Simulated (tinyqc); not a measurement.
Sputter depth profiling of a dopant layer: erosion rate, quantification and the mixing-roughness response. Which input was changed? Computed by tinyqc, a small Python program. Command: `OMP_NUM_THREADS=1 python tinyqc.py 3014740 3014741 out.jsonl sims which`. One thread of a shared host (Intel(R) Xeon(R) Processor @ 2.30GHz), about 0.7 s of CPU time with the checks.

A rastered ion beam erodes silicon (49.94 atoms per nm^3). The measured profile is the true one convolved with a depth response.

Inputs (values chosen for the exercise, modelled on a dopant in silicon under an oxygen or caesium beam): beam energy E = 4.5 keV; beam current = 72 nA; raster side = 300 um; sputter yield at 1 keV = 1; mixing length at 1 keV = 1.9 nm; roughness sigma = 1.2 nm; depth of the top edge z0 = 49 nm; box width b = 2.5 nm; box concentration C = 3.9e+20 1/cm^3; relative sensitivity factor RSF = 8.1e+21 1/cm^3; matrix count rate = 3.2e+06 1/s; background count rate = 3.7 1/s; counting time per point = 2 s; level that defines the junction C_B = 1e+16 1/cm^3.

True profile: box.

Constants: e = 1.602176634e-19 C.

Method:
- Scaling chosen for the exercise: yield Y = Y1 E^0.5, mixing length w = w1 E^0.5 (E in keV).
- Erosion rate = Y I/(e x raster^2 x density); depth step = rate x counting time; concentration = RSF x counts/matrix counts; detection limit = RSF x 3 sqrt(background x time)/(matrix rate x time).
- Mixing alone turns a layer at z0 into (1/w) exp(-(z - z0 + w)/w) for z > z0 - w; roughness adds a Gaussian of width sigma. With x = z - z0 + w: g(x) = (1/(2w)) exp(sigma^2/(2 w^2) - x/w) erfc((sigma/w - x/sigma)/sqrt2), and its integral G(x) = (1/2) erfc(-x/(sigma sqrt2)) - w g(x). Measured: C [G(x) - G(x - b)].
- Find the maximum, the full width at half maximum and the deep point where the profile falls to C_B; far down, the trailing edge decays by w ln(10) per decade.
- Convolution adds means and variances: the response has mean 0 (shift -w plus exponential mean w) and variance w^2 + sigma^2; a box adds the mean b/2 and the variance b^2/12.

Task: One of these inputs alone was changed, within the range given: mixing length at 1 keV (0.95 to 3.8); roughness sigma (0.6 to 2.4); level that defines the junction C_B (5e+15 to 2e+16); beam current (36 to 144). Which one, and to what value?

Results:
```
run     peak concentration (1/cm^3)  standard deviation (nm)  apparent junction depth (nm)
before                 1.357310e+20                 4.266829                      87.14534
after                  1.451797e+20                 4.199340                      87.07446
```

Result:

Each candidate set to reproduce peak concentration, and what it then gives:
```
candidate                                     range searched  value needed  standard deviation (nm)  apparent junction depth (nm)
mixing length at 1 keV (nm)                      0.95 to 3.8         1.687                   3.8432                        83.495
roughness sigma (nm)                              0.6 to 2.4        0.9320                   4.1993                        87.074
level that defines the junction C_B (1/cm^3)  5e+15 to 2e+16     no effect                        -                             -
beam current (nA)                                  36 to 144     no effect                        -                             -
```

Only roughness sigma fits every result: it went from 1.2 to 0.932 nm. The next best candidate, mixing length at 1 keV, misses one result by 8.5 %.

Caution: C_B lies below the detection limit, so this point could not be measured.
